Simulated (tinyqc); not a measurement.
# Memristor with linear dopant drift, Biolek window, step by step

tinyqc, about 0.1 s, one thread, Intel Xeon 2.30GHz (shared host): `OMP_NUM_THREADS=1 python tinyqc.py 2880031 2880032 out.jsonl` Printed values are rounded.

A film of thickness D has a doped share x: R = Ron x + Roff (1 - x), i = v/R, dx/dt = k i F with k = mv Ron/D^2 and F = 1 - x^(2 p) for i >= 0 and 1 - (x - 1)^(2 p) for i < 0. The drive is v = V0 sin(2 pi f t). The model has no threshold and no heating.

Parameters, values chosen for the exercise:
- Ron = 100 ohm (resistance of the fully doped film)
- Roff = 5000 ohm (resistance of the undoped film)
- D = 15 nm (film thickness)
- mv = 1e-14 m^2/(V s) (dopant mobility)
- x0 = 0.25 (doped share at t = 0)
- V0 = 1 V (amplitude)
- p = 5 (window exponent)
- f = 2.5 Hz (frequency)

## Rate constant, charge and flux scales

k = mv Ron/D^2; R0 = R(x0); without a window the film fills (x = 1) after the charge (1 - x0)/k and the flux (R0^2 - Ron^2)/(2 k (Roff - Ron)); half a period supplies the flux V0/(pi f).

k = 4444.44 1/C
R0 = 3775 ohm
charge to fill = 168.750 uC
flux to fill = 0.326953 V s
flux of half a period = 0.127324 V s

Half a period supplies 38.9 % of the flux to fill.

## Step 1: one Runge-Kutta step

x at step 0 = 0.25
j = 0

Step h = 1/(12 f), from t = j h. With g(t, x) = dx/dt: k1 = g(t, x), k2 = g(t + h/2, x + h k1/2), k3 = g(t + h/2, x + h k2/2), k4 = g(t + h, x + h k3), x(new) = x + h (k1 + 2 k2 + 2 k3 + k4)/6.

k1..k4 (1/s): [0.000000, 0.304717, 0.306739, 0.596585]
x at step 1 = 0.260108

## Step 2: one Runge-Kutta step

j = 1

As before.

k1..k4 (1/s): [0.59649, 0.85475, 0.85968, 1.07362]
x at step 2 = 0.288436

## Step 3: one Runge-Kutta step

j = 2

As before.

k1..k4 (1/s): [1.07314, 1.22691, 1.23132, 1.31275]
x at step 3 = 0.329004

## One period

The 12 Runge-Kutta steps against a converged integration; i uses the converged x.

One period:

| j | v (V) | x, coarse steps | x, converged | i (uA) |
|---|---|---|---|---|
| 0 | 0.000 | 0.2500 | 0.2500 | 0.0 |
| 1 | 0.500 | 0.2601 | 0.2601 | 134.2 |
| 2 | 0.866 | 0.2884 | 0.2884 | 241.5 |
| 3 | 1.000 | 0.3290 | 0.3290 | 295.2 |
| 4 | 0.866 | 0.3721 | 0.3721 | 272.6 |
| 5 | 0.500 | 0.4056 | 0.4056 | 166.0 |
| 6 | 0.000 | 0.4183 | 0.4183 | 0.0 |
| 7 | -0.500 | 0.4056 | 0.4056 | -166.0 |
| 8 | -0.866 | 0.3724 | 0.3724 | -272.7 |
| 9 | -1.000 | 0.3298 | 0.3298 | -295.5 |
| 10 | -0.866 | 0.2902 | 0.2902 | -242.0 |
| 11 | -0.500 | 0.2629 | 0.2629 | -134.7 |
| 12 | 0.000 | 0.2533 | 0.2533 | 0.0 |

The current vanishes with the voltage (pinched loop). At the same voltage, j = 2 and 4, it is 241 uA on the way up and 273 uA on the way down. x peaks at 0.4183 at half period and ends at 0.2533, not at its starting value: this window differs for the two directions of the current. The coarse steps miss by at most 5.9e-6.
